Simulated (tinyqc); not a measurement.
From results back to parameters: plasmons of a degenerate electron gas in the random-phase approximation. Two cases, with inputs chosen for the exercise.

Problem. At small q the plasmon follows E = Ep + B q^2 with B = (3/10)(hbar vF)^2/Ep, hbar vF = 2 c kF/m; n and m are hidden.

Zero temperature, parabolic band: kF = (3 pi^2 n)^(1/3), EF = c kF^2/m, Ep^2 = 8 pi c e2 n/(m eb), qTF^2 = 6 pi e2 n/(eb EF), c = hbar^2/2m0, e2 = e^2/(4 pi eps0), n in 1/angstrom^3 (1e-24 per 1/cm^3).

Constants: hbar^2/2m0 = 3.80998211 eV angstrom^2; e^2/(4 pi eps0) = 14.39964547 eV angstrom.

Case 1.

Values chosen (out of a larger set: mass and background constant near those of GaN; polar phonons, which mix with the plasmon in the real crystal, and the rise of the mass with filling are left out; not measured data): eb = 5.3 (background dielectric constant).

Ep = 28.8707 meV
B = 10.3152 eV angstrom^2

Case 2.

Values chosen (out of a larger set: mass and background constant near those of InP; polar phonons, which mix with the plasmon in the real crystal, and the rise of the mass with filling are left out; not measured data): eb = 9.31 (background dielectric constant).

Ep = 82.7634 meV
B = 75.2935 eV angstrom^2

Find: hbar vF; kF; n; m.

Solution. hbar vF = sqrt(B Ep/0.3); Ep^2 = (4 e2/(3 pi eb)) kF^2 hbar vF gives kF, then n and m.

Case 1.

hbar vF = 0.9963 eV angstrom
kF = 0.02694 1/angstrom
n = 6.60e+17 1/cm^3
m = 0.206 m0

Case 2.

hbar vF = 4.558 eV angstrom
kF = 0.04785 1/angstrom
n = 3.70e+18 1/cm^3
m = 0.080 m0

Computed by tinyqc, one run a case: `OMP_NUM_THREADS=1 python tinyqc.py N N+1 out.jsonl` with N = 1650567, 1650636; one thread of a shared Intel(R) Xeon(R) Processor @ 2.30GHz, about 0.01 s a run at most.
